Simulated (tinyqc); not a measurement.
Voltage acceleration of oxide breakdown, four models on the same data: one step of the calculation.

Field E = V/tox in MV/cm. Models: ln(t63/1 s) = a - c X with X = E (E model), -1/E (1/E model), ln V (power law, c the exponent n) or sqrt(E).

Problem. Fitting the models. The three stress times were made with the power model, c = 42.9, and are treated as data. For each model fit ln t63 on X by least squares over the three points.

Parameters, values chosen for the exercise:
- tox = 3.5 nm (oxide thickness)

```
stress	V (V)	t63 (s)
0	3.37	5.267e6
1	4.09	1300
2	4.48	26.12
```

Wanted: c; a; largest misfit in ln t63 (0: below 0.002).

Solution.

```
model	c	a	largest misfit in ln t63 (0: below 0.002)
E	3.875	52.70	0.2487
1/E	470.8	-33.36	0.2338
power	42.90	67.60	0.0000
sqrt E	25.81	95.54	0.1226
```

The worst misfit of any model is 0.25 in ln t63, a factor of 1.28 in time, comparable to the scatter of t63 from small samples, so such data hardly tell the models apart.

Range of the model: All four laws are empirical fits; none is established far below the stress range.

Computed by the program tinyqc: `OMP_NUM_THREADS=1 python tinyqc.py 2070043 2070044 out.jsonl`, one thread of a shared Intel Xeon 2.30GHz, about 0.01 s for the whole run.
